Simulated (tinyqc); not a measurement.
## On-chip interconnect, size-dependent resistivity and RC delay: course in time

A rectangular line between two neighbours and two ground planes. Surface and grain-boundary scattering are added to the bulk resistivity as corrections; capacitances are parallel-plate values without fringing; inductance is ignored.

6 equal pi sections: series Rs = r Lw/6; node capacitances c Lw/6, halved at nodes 0 and 6, with Cl added to node 6; Rd feeds node 0. Elmore delay of node k: the sum, over the resistors on the path to k, of resistance times all capacitance downstream of it.

A 1 V step is applied behind Rd at t = 0. C dv/dt = -G v + b, with G the conductance matrix of the ladder (1/Rs between neighbours, 1/Rd added at node 0) and b = (1 V/Rd, 0, ...). Trapezoidal step: (C/dt + G/2) v(new) = (C/dt - G/2) v + b. The last column solves the same ladder exactly by its modes.

Parameters, values chosen for the exercise: driver resistance Rd = 6400 ohm; time step dt = 47 ps.

Rs = 105.564 ohm
C, node 0 to 6 (fF): 1.93639  3.87278  3.87278  3.87278  3.87278  3.87278  4.33639

Voltages (V):
```
t (ps)	node 0	node 3	node 6	node 6, exact
47.00	0.3016	0.2395	0.2153	0.2284
94.00	0.4180	0.4279	0.4288	0.4147
141.0	0.6076	0.5628	0.5484	0.5560
188.0	0.6589	0.6733	0.6739	0.6633
235.0	0.7820	0.7481	0.7400	0.7446
282.0	0.7979	0.8139	0.8139	0.8062
329.0	0.8812	0.8544	0.8503	0.8530
376.0	0.8783	0.8944	0.8937	0.8885
423.0	0.9374	0.9154	0.9139	0.9154
470.0	0.9250	0.9406	0.9392	0.9359
517.0	0.9691	0.9504	0.9506	0.9513
564.0	0.9522	0.9670	0.9652	0.9631
```

The far end of the ladder reaches 0.5 V at 120.8 ps, 0.698 of its Elmore delay (ln 2 = 0.693 for a single pole); the slowest mode has a time constant of 170.1 ps. The largest error of the trapezoidal steps at that node is 14 mV. Node 0 swings up and down from step to step: the trapezoidal rule does not damp modes much faster than dt, so these swings are numerical.

Program tinyqc, `OMP_NUM_THREADS=1 python tinyqc.py 2100141 2100142 out.jsonl`; Intel Xeon 2.30GHz, shared host, one thread, about 0.01 s.
